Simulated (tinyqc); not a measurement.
What each parameter does: three-level Kane dispersion of a narrow-gap semiconductor.

Zero of energy at Gamma8, c = hbar^2/2m0, P^2 = Ep c. The free-electron term and remote bands are left out, so the heavy holes are flat at E = 0 and the other three bands obey E (E - Eg)(E + Dso) = P^2 k^2 (E + 2 Dso/3). The conduction band is the highest root; its edge is Ec = max(Eg, 0).

Degenerate electrons at T = 0: kF = (3 pi^2 n)^(1/3), 1 cm^-3 = 1e-24 angstrom^-3; EF is the highest root at kF. The momentum (cyclotron, optical) mass is m(E) = hbar^2 k/(dE/dk) = c d(k^2)/dE with d(k^2)/dE = k^2 [1/E + 1/(E - Eg) + 1/(E + Dso) - 1/(E + 2 Dso/3)]; the density of states is k d(k^2)/dE/(2 pi^2).

Edge mass m0* = Eg (Eg + Dso)/(Ep (Eg + 2 Dso/3)).
Constants: hbar^2/2m0 = 3.80998211 eV angstrom^2.

Values chosen for the exercise (a narrow-gap II-VI alloy; not measured data): Eg = 0.188 eV (E(Gamma6) - E(Gamma8)); Dso = 1.02 eV (spin-orbit splitting); Ep = 18.5 eV (Kane energy); n = 2.5e+18 cm^-3 (electron density).

Edge mass, EF - Ec and m(EF).

Results for these values:
```
case  m0* (m0)  EF - Ec (meV)  m(EF) (m0)
base   0.01414         227.99     0.04416
```

What happens to each result for n = 5e+18 cm^-3, all else kept?

Answer: m0* does not change at the printed digits; EF - Ec rises from 227.99 to 308.32; m(EF) rises from 0.04416 to 0.05403.

The same for each parameter in turn:
```
case             m0* (m0)  EF - Ec (meV)  m(EF) (m0)
base              0.01414         227.99     0.04416
n = 5e+18 cm^-3   0.01414         308.32     0.05403
Eg = 0.2162 eV    0.01612         218.87     0.04472
Dso = 0.867 eV    0.01400         230.28     0.04371
Ep = 21.275 eV    0.01230         250.12     0.04079
```

tinyqc: `OMP_NUM_THREADS=1 python tinyqc.py 1080301 1080302 out.jsonl`; about 0.01 s, one thread, shared Intel(R) Xeon(R) Processor @ 2.30GHz.
